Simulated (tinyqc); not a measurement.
Valley splitting of a silicon quantum well in envelope theory, step by step. Values are carried at full precision from step to step, so a last printed digit may differ when a step is redone from the rounded ones.

Constants: hbar^2/2m0 = 3.80998211 eV angstrom^2; kB = 8.617333262e-05 eV/K.

Values chosen for the exercise (near those of a strained Si well in SiGe; not measured data): k0 = 0.831 2 pi/a (valley position); a = 5.431 angstrom (lattice constant); ml = 0.931 m0 (mass along z); F = 1.1 mV/nm (field pressing towards the upper interface); w = 1.2 angstrom (interface width parameter); L = 78 angstrom (well width); V0 = 0.15 eV (conduction offset); C0 = 0.265 (Bloch overlap factor); Yb = 0.22 (Ge share of the barrier); Yw = 0.05 (Ge share of the well); ad = 140 angstrom (dot radius).

## Wave number and lengths

q = 2 k0 (2 pi/a), its wavelength, the field length (c/(ml e F))^(1/3) with c = hbar^2/2m0 and 1 mV/nm = 1e-4 eV/angstrom, and the damping factor y/sinh(y), y = pi q w, of a step smoothed as 1/(1 + exp(z/w)).

q = 1.9228 1/angstrom
wavelength = 3.268 angstrom
field length = 33.4 angstrom
damping factor = 0.0103

## The envelope

The well lies at 0 < z < L; U(z) = V0 [1/(1 + exp(z/w)) + 1/(1 + exp((L - z)/w))] - e F z, 1 mV/nm = 1e-4 eV/angstrom. The envelope psi solves -(c/ml) psi'' + U psi = E psi, c = hbar^2/2m0, by three-point differences on a grid of 0.1 angstrom from -40 to L + 40 angstrom. The two valleys at +/- k0 couple through D = C0 times the integral of exp(-i q z) U(z) psi^2, q = 2 k0 (2 pi/a), and split by Ev = 2|D|.

Two lowest levels, mean position, and psi^2 at both interfaces.

levels (meV): 0.86  16.96

<z> = 42.4 angstrom
psi^2 at z = 0 and L (1/angstrom): 0.000420  0.00105

The field makes psi^2 at the upper interface 2.5 times that at the lower one. The orbital spacing is 16.1 meV.

## Contributions to the coupling

Split D into the lower barrier, the upper barrier and the field term.

Parts of D (micro-eV):
```
part            real  imaginary   size
lower barrier  0.106      0.019  0.108
upper barrier  0.222      0.151  0.268
field term     0.000      0.000  0.000
```

## Valley splitting and phase

The inter-valley coupling D is the sum of the complex parts; Ev = 2|D|, the valley phase is arg D, and kB T equals Ev at T = Ev/kB.

Ev = 0.739 micro-eV
phase = 0.48 rad
T = 0.0086 K

The upper barrier gives the largest part.

## Alloy disorder

Random alloy: with Y(z) = Yw + (Yb - Yw) B(z), B the bracket in U, and in-plane density exp(-r^2/ad^2)/(pi ad^2), D gains a random complex part of variance sigma^2 = (C0^2/pi)(a^2 V0/(8 ad (Yb - Yw)))^2 (4/a) times the integral of psi^4 Y (1 - Y). Alone it gives a mean splitting sqrt(pi) sigma; together with the smooth part the rms splitting is 2 sqrt(|D|^2 + sigma^2).

Give the integral, sigma, the mean splitting from disorder alone and the rms total.

integral = 0.000829 1/angstrom
sigma = 85.8 micro-eV
sqrt(pi) sigma = 152.1 micro-eV
rms splitting = 171.7 micro-eV

|D|/sigma = 0.00: disorder dominates, so the splitting scatters from dot to dot down to zero.

## Checks

- Lowest level for sharp walls and no field against the square well, meV: both 5.2.
- Size of one barrier part in that case against C0 V0 psi(0)^2/sqrt(q^2 + 4 kappa^2), micro-eV: both 16.

Program tinyqc; command `OMP_NUM_THREADS=1 python tinyqc.py 1252626 1252627 out.jsonl`; about 0.07 s on one thread of a shared Intel(R) Xeon(R) Processor @ 2.30GHz.
